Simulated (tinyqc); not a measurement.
Inside a calculation: deformation-potential model of the Delta valleys of a conduction band. Values are carried at full precision from step to step, so a last printed digit may differ when a step is redone from the rounded ones.

s11 = (C11 + C12)/((C11 - C12)(C11 + 2 C12)), s12 = -C12/((C11 - C12)(C11 + 2 C12)), s44 = 1/C44; exx = s11 sxx + s12 (syy + szz) and cyclic, exy = s44 sxy/2; tension is positive. A uniaxial stress X along the unit vector n is s_ij = X n_i n_j.

Constants: kB = 8.617333262e-05 eV/K; hbar^2/2m0 = 3.80998211 eV angstrom^2.

Values chosen for the exercise (near those of Si; shifted at random, so the results belong to these values and not to a real crystal):
```
symbol  value           unit  meaning
C11     165.3           GPa
C12     64.8            GPa
C44     77.2            GPa
load    uniaxial [100]        kind of stress
X       0.23            GPa   stress
Xd      1.02            eV    dilation potential
Xu      9.74            eV    uniaxial potential
T       77              K     temperature
ml      0.924           m0    longitudinal mass
mt      0.188           m0    transverse mass
```

## Strain from a uniaxial [100] stress

Form the compliances and the strain.

s11, s12, s44 (1/TPa): [7.7638, -2.1864, 12.9534]

strain tensor, rows x, y, z and columns alike:
```
[[0.001786, 0.000000, 0.000000],
 [0.000000, -0.000503, 0.000000],
 [0.000000, 0.000000, -0.000503]]
```

## Valley shifts

Valleys with axes along x, y and z, each a pair at +k and -k. Herring-Vogt shift of a valley with unit axis a: dE = Xd tr(e) + Xu a.e.a. Non-degenerate shares n_i = exp(-dE_i/kT)/sum_j exp(-dE_j/kT). Inverse mass tensor of a valley: (1 - a a)/mt + a a/ml; the masses are taken as independent of strain.

Apply the Herring-Vogt formula to each valley.

Xd tr(e) = 0.80 meV

a.e.a: x 0.001786, y -0.000503, z -0.000503

shifts dE (meV): x 18.19, y -4.10, z -4.10

The lowest valleys are y and z, 22.3 meV below the highest; the mean shift over all valleys is (Xd + Xu/3) tr(e) = 3.33 meV.

## Shares of the electrons

Boltzmann factors of the shifts.

kT = 6.635 meV

shares: x 0.0171, y 0.4915, z 0.4915

effective number of valley axes, 1/(largest share) = 2.035

## Conductivity mass tensor

With one scattering time for all valleys the conductivity goes as M = sum_i n_i (inverse mass tensor of valley i); along the unit vector u, 1/m_c = u.M.u. Without stress 1/m_c = (1/ml + 2/mt)/3. Take u along [100].

M (1/m0), rows x, y, z and columns alike:
```
[[5.247, 0.000, 0.000],
 [0.000, 3.237, 0.000],
 [0.000, 0.000, 3.237]]
```

m_c along [100] = 0.1906 m0
m_c without stress = 0.2560 m0

The repopulation alone changes the mobility along [100] by +34.3 %; with all electrons in the valleys lightest or heaviest along this direction it would change by +36 or -72 %.

## Effective density of states

Each of the 6 whole valleys has m_d = (ml mt^2)^(1/3) and N = 2 (m_d kT/(4 pi c))^(3/2), c = hbar^2/2m0. Counted from the lowest edge, Nc = N x 2 x sum_i exp(-(dE_i - dE_min)/kT). 1 angstrom^-3 = 1e24 cm^-3.

m_d = 0.3196 m0
N of one valley = 5.897e+17 cm^-3
Nc under stress = 2.400e+18 cm^-3
Nc without stress = 3.538e+18 cm^-3

## Piezoresistance from repopulation

For small stress d(rho)/rho = pi X. For valleys on the cube axes pi11 = -(2/3) Xu (s11 - s12)/kT x (K - 1)/(2K + 1), pi12 = -pi11/2, pi44 = 0, K = ml/mt. For stress along [110]: pi_l = (pi11 + pi12 + pi44)/2 with the current along it and pi_t = (pi11 + pi12 - pi44)/2 with the current along [1-10]. 1/GPa = 100 x 1e-11/Pa.

K = 4.915

pi11, pi12, pi44 (1e-11/Pa): [-352.0, 176.0, 0.0]

pi_l, pi_t for [110] (1e-11/Pa): [-88.0, -88.0]

Only the transfer between valleys is counted; changes of mass and of intervalley scattering add to it in a real crystal.

## Checks

- Conductivity mass at zero stress against 3/(1/ml + 2/mt): both 0.2559607.
- Piezoresistance coefficients by finite differences against the closed form: largest difference 1.0e-06.

tinyqc: `OMP_NUM_THREADS=1 python tinyqc.py 1080763 1080764 out.jsonl`; about 0.01 s, one thread, shared Intel(R) Xeon(R) Processor @ 2.30GHz.
